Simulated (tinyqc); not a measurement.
Worked calculation: free and nearly free electrons in a metal. Values are carried at full precision from step to step, so a last printed digit may differ when a step is redone from the rounded ones.

The cubic cell holds 4 atoms: n = 4 z/a^3, kF = (3 pi^2 n)^(1/3), EF = c kF^2/m, vF = 2 c kF/(m hbar), c = hbar^2/2m0; rs = (3/(4 pi n))^(1/3)/a0; D(EF) = 3 n/(2 EF).

Constants: hbar^2/2m0 = 3.80998211 eV angstrom^2; hbar = 6.58211957e-16 eV s; a0 (Bohr radius) = 0.5291772105 angstrom; kB = 8.617333262e-05 eV/K.

Parameters, chosen for this exercise (near those of Co, whose d bands this model ignores; the results hold for these values, not for the real material):
```
symbol  value  unit          meaning
a       3.554  angstrom      fcc lattice constant
z       2                    free electrons an atom
m       1      m0            mass
rho     6.24   micro-ohm cm  bulk resistivity
T       290    K
V       0.67   eV            |V_G| for G = (111)
x       0.86                 k along G as a share of |G|/2
```

## The Fermi sphere

Evaluate the free-electron quantities.

n = 0.17821 1/angstrom^3
kF = 1.7409 1/angstrom
EF = 11.548 eV
vF = 2.015e+06 m/s
rs = 2.083
D(EF) per atom = 0.2598 1/eV

## Relaxation time and mean free path

Drude: 1/rho = n e^2 tau/(m m0) with e = 1.602176634e-19 C and m0 = 9.1093837e-31 kg; mean free path l = vF tau; rho l = hbar kF/(n e^2) = 12 pi^3 hbar/(e^2 S) with S = 4 pi kF^2 does not depend on tau or m.

Use SI units: n in 1/m^3 (1e30 per 1/angstrom^3), rho in ohm m (1e-8 per micro-ohm cm).

tau = 3.19 fs
l = 6.43 nm
rho l = 4.013 1e-16 ohm m^2

Wires lose conductivity to surfaces and grain boundaries, with an excess that scales as rho l over the width and is of the order of rho itself at a width of l = 6 nm. For a transition metal free electrons can miss l and rho l by a factor of two.

## Thermal quantities

gamma = (pi^2/3) kB^2 D(EF) per atom, times 96485.33 x 1e3 for mJ/(mol K^2); mu(T) = EF (1 - (pi kB T/EF)^2/12); Wiedemann-Franz kappa = L0 T/rho with L0 = (pi^2/3) (kB/e)^2, kB/e in V/K.

gamma = 0.612 mJ/(mol K^2)
mu - EF = -0.0445 meV
kappa = 114 W/(m K)

The d states at EF, left out, make the measured gamma larger, several times so for Co.

## The sphere against the zone faces

Take G = (hkl) 2 pi/a for (111), (200) and (220), with the number of equivalent faces. The Bragg plane of G lies at |G|/2 with |G| = (2 pi/a) sqrt(h^2 + k^2 + l^2). Where kF exceeds it, the sphere cuts the plane in a circle of radius sqrt(kF^2 - G^2/4).

Distance and circle for each G:
```
G      faces  |G|/2 (1/angstrom)  kF/(|G|/2)  circle radius
(111)      8              1.5311      1.1371         0.8287
(200)      6              1.7679      0.9847              -
(220)     12              2.5002      0.6963              -
```

The sphere crosses the (111) faces, so electrons spill into higher zones.

## Two plane waves near the face

Two plane waves k and k - G, G = (111) (2 pi/a): H = [[c k^2/m, V], [V, c (k - G)^2/m]] with c = hbar^2/2m0.

Build H for k along G, diagonalise, and give the weight of the first wave in the lower state and its velocity along G relative to a free electron, (w k + (1 - w)(k - G))/k.

H (eV):
```
        1        2
1  6.6055   0.6700
2  0.6700  11.6070
```

levels (eV): 6.5173  11.6952

w = 0.9830
v/v_free = 0.9604

The splitting is 5.178 eV here and 2V = 1.34 eV on the face, where the normal velocity vanishes. There the lower band lies at 8.261 eV and the upper at 9.601 eV, both below the free EF of 11.548 eV: the face centre is filled in both bands and band 2 holds electrons here, while band 1 may keep holes at the zone corners.

## Checks

- Lower level against the closed form of the 2 x 2 problem (eV): both 6.5173.
- The product rho l against hbar kF/(n e^2) (1e-16 ohm m^2): both 4.013.

(tinyqc, `OMP_NUM_THREADS=1 python tinyqc.py 1682659 1682660 out.jsonl`, Intel(R) Xeon(R) Processor @ 2.30GHz, 1 thread, shared host, about 0.01 s.)
